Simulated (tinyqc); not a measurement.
From lone donors to an impurity band: impurity band of shallow donors (Hubbard estimate).

Constants: e^2/(4 pi eps0) = 14.39964547 eV angstrom.

Parameters, chosen for this exercise (out of a larger set: near those of two donors in Si; not measured data):
- a = 16.9 angstrom (orbital radius)
- eps = 11.4 (dielectric constant)
- Ns = (0.039, 0.096, 0.23, 0.58, 1.4, 2.9, 5.8) x 1e18/cm^3 (donor densities)

Donors on a simple cubic lattice of spacing R = N^(-1/3) (1/angstrom^3 = 1e24/cm^3), Ha* = q/(eps a), q = e^2/(4 pi eps0), x = R/a. Hopping t = Ha* (1 + x) exp(-x), band width B = 12 t, on-site repulsion U = (5/8) Ha*; the gap closes near B/U = 1.15. Valley factors and disorder are left out.

Results:
```
N (1e18/cm^3)  R (angstrom)  N^(1/3) a   t (meV)   B (meV)       B/U
0.039                 294.9      0.057  3.65e-05  0.000437  9.36e-06
0.096                 218.4      0.077   0.00254    0.0305  0.000653
0.23                  163.2      0.104    0.0509     0.611    0.0131
0.58                  119.9      0.141     0.502      6.02     0.129
1.4                    89.4      0.189      2.37      28.5     0.609
2.9                    70.1      0.241      6.07      72.9      1.56
5.8                    55.7      0.304      11.9       143      3.06
```

B/U passes 1.15 between 1.4 and 2.9 x 1e18/cm^3; the root is x = 4.52, N^(1/3) a = 0.221, N = 2.2 x 1e18/cm^3, below the 3.6 that the empirical rule N^(1/3) a = 0.26 gives; the estimate is rough, since random positions, the overlap of the orbitals and screening are left out. While N grows by 149 times, t grows by 3.27e+05 times.

tinyqc: `OMP_NUM_THREADS=1 python tinyqc.py 1252651 1252652 out.jsonl`; about 0.01 s, one thread, shared Intel(R) Xeon(R) Processor @ 2.30GHz.
